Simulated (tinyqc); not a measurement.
Static response in three, two and one dimensions: static screening by free carriers.

Lindhard at zero temperature: eps(q)/eps = 1 + (qTF/q)^2 L(x), x = q/(2 kF), L(x) = 1/2 + ((1 - x^2)/(4x)) ln|(1 + x)/(1 - x)|.

kF = 1.75960 1/angstrom
qTF = 2.05760 1/angstrom

x = q/(2 kF). Response over its long-wave value: L3 as above; L2 = 1 for x <= 1 and 1 - sqrt(1 - 1/x^2) beyond; L1 = ln|(1 + x)/(1 - x)|/(2x).

Response:
```
x         L3     L2     L1  eps(q)/eps, Lindhard 3D  Thomas-Fermi
0.099  0.997  1.000  1.003                    35.76         35.88
0.296  0.970  1.000  1.031                    4.786         4.902
0.493  0.915  1.000  1.095                    2.286         2.407
0.690  0.822  1.000  1.229                    1.590         1.718
0.887  0.669  1.000  1.587                    1.291         1.434
0.966  0.570  1.000  2.100                    1.209         1.366
1.005  0.485  0.900  2.982                    1.164         1.338
1.084  0.370  0.614  1.481                    1.108         1.291
1.281  0.238  0.375  0.817                    1.050         1.208
1.577  0.147  0.227  0.474                    1.020         1.137
2.168  0.074  0.113  0.230                    1.005         1.073
```

Next to x = 1 the table has L3 = 0.570 and 0.485, L2 = 1.000 and 0.900, L1 = 2.100 and 2.982: an infinite slope in 3D, a kink in 2D and a logarithmic peak in 1D, where the whole Fermi surface is joined by 2 kF. These features give Friedel oscillations of period pi/kF = 1.79 angstrom at zero temperature; they wash out once kT nears EF, so this table, for T = 0, describes the gas only where EF is well above kT. Thomas-Fermi overstates eps(q) by 5.3 % at x = 0.493 and by 11.5 % at x = 1.577.

tinyqc: `OMP_NUM_THREADS=1 python tinyqc.py 1680660 1680661 out.jsonl`; about 0.01 s, one thread, shared Intel(R) Xeon(R) Processor @ 2.30GHz.
